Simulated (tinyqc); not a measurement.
One-electron ion in a basis of Gaussians, step by step. Computed by tinyqc, a small Python program that keeps every step. Settings: Z = 2, l = 0. Command: `OMP_NUM_THREADS=1 python tinyqc.py 27225 27226 out.jsonl` (the two numbers bound the seeds that draw the settings). One thread of a shared host (Intel(R) Xeon(R) Processor @ 2.60GHz), about 0.01 s of CPU time with the checks.

## Matrices over normalised Gaussians

exponents of r^l exp(-a r^2) (1/bohr^2): [0.21680, 0.49050, 1.11000]

Z = 2

l = 0

With p = a_i + a_j and I(k) = Gamma((k+1)/2) / (2 p^((k+1)/2)): S = I(2l+2), T = (2l+3) a_i a_j S / p, V = -Z I(2l+1), each divided by sqrt(S_ii S_jj).

S:
$$\begin{pmatrix}
1.00000 & 0.88545 & 0.63588 \\
0.88545 & 1.00000 & 0.88539 \\
0.63588 & 0.88539 & 1.00000
\end{pmatrix}$$

T (hartree):
$$\begin{pmatrix}
0.32520 & 0.39937 & 0.34600 \\
0.39937 & 0.73575 & 0.90357 \\
0.34600 & 0.90357 & 1.66500
\end{pmatrix}$$

V (hartree):
$$\begin{pmatrix}
-1.48604 & -1.68054 & -1.65296 \\
-1.68054 & -2.23522 & -2.52782 \\
-1.65296 & -2.52782 & -3.36249
\end{pmatrix}$$

## Generalised eigenproblem

H = T + V (hartree):
$$\begin{pmatrix}
-1.16084 & -1.28117 & -1.30696 \\
-1.28117 & -1.49947 & -1.62425 \\
-1.30696 & -1.62425 & -1.69749
\end{pmatrix}$$

Solve H C = S C e through S^(-1/2); each column has its largest component positive (the first on a tie).

eigenvalues of S: [0.02604, 0.36412, 2.60984]

eigenvalues (hartree): [-1.75975, -0.33088, 1.10660]

coefficients:
$$\begin{pmatrix}
0.34156 & 1.85749 & -2.27308 \\
-0.13872 & -1.15858 & 4.76586 \\
0.88384 & -0.36179 & -2.79595
\end{pmatrix}$$

For Z = 2 and l = 0 the exact lowest level is -Z^2/(2 n^2) with n = l + 1: -2.000000 hartree.
